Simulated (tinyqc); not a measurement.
Inside a calculation. Model: chemical vapour deposition: Grove model, boundary layer, depletion and step coverage. Computed by tinyqc, a small Python program that keeps every step. Command: `OMP_NUM_THREADS=1 python tinyqc.py 3025057 3025058 out.jsonl cvd walk`. One thread of a shared host (Intel(R) Xeon(R) Processor @ 2.30GHz), about 0.01 s of CPU time with the checks. Intermediate numbers are printed to about 6 digits and carried at full precision; extremes and crossings named in words are read from the listed rows.

A precursor diffuses to the surface and reacts there at first order; each molecule that reacts adds one formula unit of film.

Inputs (values chosen for the exercise, close to those used for silicon nitride (counted as SiN4/3)):

| quantity | value | unit |
|---|---|---|
| prefactor k0 of k_s | 9.1e+07 | cm/s |
| activation energy E | 1.71 | eV |
| temperature T | 710 | C |
| total pressure p | 0.34 | torr |
| mole fraction of the precursor Y | 0.18 | - |
| gas diffusivity D0 at 273.15 K and 760 torr | 0.35 | cm^2/s |
| film density N | 4e+22 | formula units/cm^3 |
| precursor mass M | 101 | u |
| trench width w | 0.42 | um |
| aspect ratio of the trench | 16 | - |
| wafer radius R | 10 | cm |
| wafer spacing s | 0.96 | cm |

Reactor: wafer stack, low pressure.

Constants: k_B = 1.380649e-23 J/K; u = 1.6605390666e-27 kg; k_B = 8.617333262e-05 eV/K.

## Gas-phase and surface constants

k_s = k0 exp(-E/(k_B T)); C_g = Y p/(k_B T), 1 torr = 133.322 Pa; D = D0 (T/273.15)^1.75 (760/p). Temperatures in kelvin are T(C) + 273.15. Mean speed c = sqrt(8 k_B T/(pi M)); reactive sticking probability beta = 4 k_s/c.

surface rate constant k_s = 0.156070 cm/s

precursor density C_g = 6.01105e+14 1/cm^3

gas diffusivity D = 7358.43 cm^2/s

mean speed c = 45398.0 cm/s

sticking probability beta = 1.37512e-05

## Uniformity across a wafer

Between two wafers the gas diffuses inward and reacts on both faces: (D/r) d/dr (r dC/dr) = 2 k_s C/s, so C(r)/C_g = I0(phi r/R)/I0(phi) with phi^2 = 2 k_s R^2/(s D); G(r) = k_s C(r)/N, 1 cm/s = 6e8 nm/min; the mean over the wafer is eta = 2 I1(phi)/(phi I0(phi)).

Thiele modulus phi = 0.0664731

growth rate G at the edge = 1.40721 nm/min

rate at the centre over rate at the edge = 0.998896

effectiveness eta = 0.999448

The centre lags the edge by 0.11 %; for small phi the lag is phi^2/4 = 0.11 %. Caution: the mean free path 3D/c is comparable with or larger than the wafer spacing, where wall collisions cap D near (2s) c/3 and the lag is larger than computed.

## Pressure and uniformity

The formulas are those given above.

Effect of the total pressure at fixed Y:

| p (torr) | D (cm^2/s) | phi | centre/edge | G at the edge (nm/min) |
|---|---|---|---|---|
| 0.05 | 5.00373e+04 | 0.02549 | 0.999838 | 2.06943e-01 |
| 0.1 | 2.50187e+04 | 0.03605 | 0.999675 | 4.13886e-01 |
| 0.3 | 8.33956e+03 | 0.06244 | 0.999026 | 1.24166e+00 |
| 1 | 2.50187e+03 | 0.11400 | 0.996759 | 4.13886e+00 |
| 3 | 8.33956e+02 | 0.19745 | 0.990324 | 1.24166e+01 |
| 10 | 2.50187e+02 | 0.36050 | 0.968284 | 4.13886e+01 |
| 30 | 8.33956e+01 | 0.62441 | 0.909197 | 1.24166e+02 |
| 100 | 2.50187e+01 | 1.14000 | 0.739500 | 4.13886e+02 |

D scales as 1/p and phi as sqrt(p), while the edge rate grows as p. The centre stays within 5 % of the edge up to 10 torr: low pressure trades rate for uniformity and lets wafers stand close together. Caution: at the lowest pressures the mean free path exceeds the wafer spacing, so D stops growing as 1/p.

## Step coverage in a trench

In a long trench of width w and depth l = aspect ratio x w: Knudsen diffusivity D_K = (2w) c/3 (hydraulic diameter 2w), combined as 1/D_e = 1/D_K + 1/D; D_e d2C/dz2 = 2 k_s C/w with D_e dC/dz = -k_s C at the floor. With m = sqrt(2 k_s/(w D_e)): C(floor)/C(top) = 1/[cosh(m l) + (k_s/(D_e m)) sinh(m l)].

Knudsen diffusivity D_K = 1.27114 cm^2/s

effective diffusivity D_e = 1.27092 cm^2/s

modulus m l = 0.0513877

step coverage = 0.998599

Wall collisions limit transport in the trench; then m l = aspect ratio x sqrt(3 beta)/2, 0.0514, whatever the width. Coverage is nearly conformal. Caution: the hydraulic-diameter form of D_K is rough for a slit.

Checks made by the program: effectiveness against direct integration (relative difference below 1e-10); step coverage against a numerical boundary-value solution (relative difference below 1e-10).
